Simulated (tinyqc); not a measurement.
# Changing the net doping N

Model: two-band model of a narrow-gap semiconductor with electrons and holes. Computed by tinyqc, a small Python program. Command: `OMP_NUM_THREADS=1 python tinyqc.py 3007693 3007694 out.jsonl bipolar sweep`. One thread of a shared host (Intel(R) Xeon(R) Processor @ 2.30GHz), about 0.08 s of CPU time with the checks.

Two parabolic bands with acoustic scattering (r = -1/2, a = 0), a gap that does not change with T, and fully ionised dopants. Melting is ignored, so values above the melting point are formal, and kappa_L does not change with T. eta_n = (E_F - E_c)/(k_B T), eta_p = -eta_n - E_g/(k_B T).

Inputs (values chosen for the exercise, modelled on InAs): electron mass m_n = 0.024 m_0; hole mass m_p = 0.42 m_0; electron mobility parameter mu_300,n = 26000 cm^2/(V s); hole mobility parameter mu_300,p = 410 cm^2/(V s); temperature exponent p = 1.5; band gap E_g = 0.37 eV; lattice thermal conductivity kappa_L = 20 W/(m K); temperature T = 430 K.

Doping: p-type.

Constants: k_B = 8.617333262e-05 eV/K; m_0 = 9.1093837015e-31 kg; k_B = 1.380649e-23 J/K; hbar = 1.054571817e-34 J s; e = 1.602176634e-19 C.

Method:
- With x = E/(k_B T), a = alpha k_B T (0 for a parabolic band), G = x (1 + a x), D = 1 + 2 a x and <y> = int y f (1 - f) dx, f = 1/(1 + exp(x - eta)): tau = tau_0 G^r/D; transport function s = G^(3/2 + r)/D^2; n = N_0 <G^(3/2)> with N_0 = (2 m k_B T)^(3/2)/(3 pi^2 hbar^3).
- Integrals over x = E/(k_B T) use 160 Gauss-Legendre points in u = sqrt(x) from 0 to sqrt(max(eta, 0) + 32).
- Neutrality: p - n = N, with n = N_0(m_n) <x^(3/2)> at eta_n and p = N_0(m_p) <x^(3/2)> at eta_p.
- sigma = e mu_0 N_0 <s> with mu_0 = e tau_0/m = mu_300 (T/300 K)^(-p); |S| = (k_B/e)(<x s>/<s> - eta); Lorenz number L = (k_B/e)^2 (<x^2 s>/<s> - (<x s>/<s>)^2); kappa_e = L sigma T; zT = S^2 sigma T/(kappa_L + kappa_e).
- Hall factor r_H = <x^(3/2)> <x^(1/2)>/<s>^2.
- Both bands together (these totals replace the one-band zT): sigma = sigma_n + sigma_p; S = (sigma_p |S_p| - sigma_n |S_n|)/sigma; kappa_bip = (sigma_n sigma_p/sigma)(|S_n| + |S_p|)^2 T; kappa_e = (L_n sigma_n + L_p sigma_p) T; zT = S^2 sigma T/(kappa_L + kappa_e + kappa_bip); weak-field R_H = (r_p sigma_p^2/p - r_n sigma_n^2/n)/(e sigma^2), where the Hall factors r_n and r_p are <x^(3/2)> <x^(1/2)>/<s>^2.

One run for each value; columns: (1) net doping N (1/cm^3); (2) Seebeck coefficient S (microvolt/K); (3) zT; (4) bipolar thermal conductivity (W/(m K)); (5) conductivity sigma (S/cm); (6) Hall coefficient R_H (cm^3/C):
```
(1)         (2)      (3)        (4)        (5)         (6)
1.80e+17  359.1  0.00167  4.653e-02  6.054e+00  -2.882e+02
4.90e+17  419.7  0.00543  1.943e-02  1.435e+01  -6.379e+00
1.30e+18  359.4  0.01025  7.327e-03  3.696e+01   4.436e+00
3.60e+18  277.4  0.01638  2.511e-03  9.938e+01   1.953e+00
9.90e+18  196.8  0.02113  7.856e-04  2.560e+02   7.108e-01
2.70e+19  125.2  0.02005  1.923e-04  6.090e+02   2.512e-01
7.30e+19   70.2  0.01314  2.495e-05  1.313e+03   8.894e-02
2.00e+20   35.8  0.00649  6.527e-07  2.669e+03   3.160e-02
5.40e+20   18.3  0.00296  6.214e-10  5.226e+03   1.160e-02
```

Over the rows, Seebeck coefficient S (microvolt/K) goes from 359 through a maximum among these rows, 420 at 4.90e17, to 18.3; zT goes from 0.00167 through a maximum among these rows, 0.0211 at 9.90e18, to 0.00296; bipolar thermal conductivity (W/(m K)) falls from 0.0465 to 6.21e-10 (exponent d ln y / d ln x -0.87 between the first rows and -7.0 between the last). Heavier doping suppresses the minority band but lowers the single-band |S|; only doping far below the intrinsic density gives the intrinsic values.

Extremes, crossings and ranges named in words are read from the listed rows.
